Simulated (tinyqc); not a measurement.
Band gaps under pressure and temperature from deformation potentials: sweeps and comparisons. A value that a table varies takes the place of the one given here.

Murnaghan: V/V0 = (1 + Bp P/B0)^(-1/Bp), B0 = (C11 + 2 C12)/3. Each gap moves by a ln(V/V0) with its volume potential a, and falls with temperature by aV T^2/(T + bV) (Varshni); the two effects are added. No change of phase is considered.

Constants: hc = 1239.841984 eV nm.

Parameters, chosen for this exercise (near those of Si, the X and L potentials typical of such crystals; the results hold for these values, not for the real material):

| symbol | value | unit | meaning |
|---|---|---|---|
| Eg | 4.21 | eV | gap at Gamma to the s-like level at 0 K, 0 GPa |
| EgX | 1.167 | eV | gap to X at 0 K, 0 GPa |
| EgL | 2.076 | eV | gap to L at 0 K, 0 GPa |
| C11 | 165 | GPa |  |
| C12 | 64.1 | GPa |  |
| Bp | 4.93 |  | pressure derivative of the bulk modulus |
| aG | -12.58 | eV | volume potential of the Gamma gap |
| aX | 2.09 | eV | volume potential of the X gap |
| aL | -3.06 | eV | volume potential of the L gap |
| aV | (0.38, 0.457, 0.458) | meV/K | Varshni alpha of Gamma, X, L |
| bV | (122, 664, 315) | K | Varshni beta of Gamma, X, L |
| T | 500 | K | temperature |
| P | 1.4 | GPa | pressure |

## Gaps against pressure

The last column is the linear form E0 + c1 P for Gamma, c1 = -aG/B0.

Gaps (eV):

| P (GPa) | ln(V/V0) | Gamma | X | L | lowest | Gamma, linear |
|---|---|---|---|---|---|---|
| 0.00 | 0.0000 | 4.057 | 1.069 | 1.936 | X | 4.057 |
| 0.75 | -0.0075 | 4.152 | 1.053 | 1.959 | X | 4.154 |
| 1.50 | -0.0148 | 4.243 | 1.038 | 1.981 | X | 4.250 |
| 2.25 | -0.0218 | 4.332 | 1.023 | 2.002 | X | 4.347 |
| 3.00 | -0.0286 | 4.417 | 1.009 | 2.023 | X | 4.443 |
| 3.75 | -0.0351 | 4.499 | 0.995 | 2.043 | X | 4.540 |
| 4.50 | -0.0415 | 4.579 | 0.982 | 2.062 | X | 4.636 |
| 5.25 | -0.0477 | 4.657 | 0.969 | 2.081 | X | 4.733 |
| 6.00 | -0.0536 | 4.732 | 0.957 | 2.100 | X | 4.830 |

What can be read from the table?

Over 6 GPa Gamma moves by +0.675, L by +0.164 and X by -0.112 eV. X stays lowest. The linear form overshoots by 98 meV at the end, because the crystal stiffens; the gap is linear in ln V, not in P.

## Gaps against temperature

At the pressure P; wavelength hc/E of the lowest gap.

Gaps (eV):

| T (K) | Gamma | X | L | lowest | wavelength (nm) |
|---|---|---|---|---|---|
| 0 | 4.3841 | 1.1381 | 2.1184 | X | 1089.4 |
| 50 | 4.3786 | 1.1365 | 2.1152 | X | 1091.0 |
| 100 | 4.3670 | 1.1321 | 2.1073 | X | 1095.2 |
| 200 | 4.3369 | 1.1169 | 2.0828 | X | 1110.1 |
| 300 | 4.3031 | 1.0954 | 2.0513 | X | 1131.9 |
| 400 | 4.2677 | 1.0693 | 2.0159 | X | 1159.4 |
| 500 | 4.2314 | 1.0399 | 1.9779 | X | 1192.2 |
| 600 | 4.1947 | 1.0079 | 1.9382 | X | 1230.1 |

How do the results move?

From 0 to 100 K the Gamma gap falls by 17.1 meV, from 500 to 600 K by 36.7 meV: quadratic below bV, linear with a slope tending to aV = 0.38 meV/K above. X stays lowest. A pressure of 0.63 GPa, with the slope -aG/B0 at zero pressure, would undo the fall of the Gamma gap from 0 to 300 K.

## What each parameter does

Gaps at P and T. Each row changes one parameter from the base and keeps the others.

Results:

| case | Gamma (eV) | X (eV) | L (eV) |
|---|---|---|---|
| base | 4.2314 | 1.0399 | 1.9779 |
| T = 550 K | 4.2131 | 1.0242 | 1.9582 |
| C11 = 148.5 GPa | 4.2414 | 1.0383 | 1.9803 |
| C12 = 70.51 GPa | 4.2243 | 1.0411 | 1.9761 |
| Bp = 4.437 | 4.2320 | 1.0398 | 1.9780 |
| aG = -11.322 eV | 4.2140 | 1.0399 | 1.9779 |
| aX = 1.881 eV | 4.2314 | 1.0428 | 1.9779 |
| aL = -3.366 eV | 4.2314 | 1.0399 | 1.9821 |
| P = 1.26 GPa | 4.2145 | 1.0427 | 1.9738 |

What does this show?

The largest shifts from the base row, up to three for each result and ties (the steps differ in size, so this ranks the rows, not the parameters). Gamma (eV): T -0.0183, aG -0.0174, P -0.0169; unchanged at the printed digits by aX and aL. X (eV): T -0.0157, aX +0.0029, P +0.0028; unchanged at the printed digits by aG and aL. L (eV): T -0.0197, aL +0.0042, P -0.0041; unchanged at the printed digits by aG and aX.

tinyqc: `OMP_NUM_THREADS=1 python tinyqc.py 1080857 1080858 out.jsonl`; about 0.01 s, one thread, shared Intel(R) Xeon(R) Processor @ 2.30GHz.
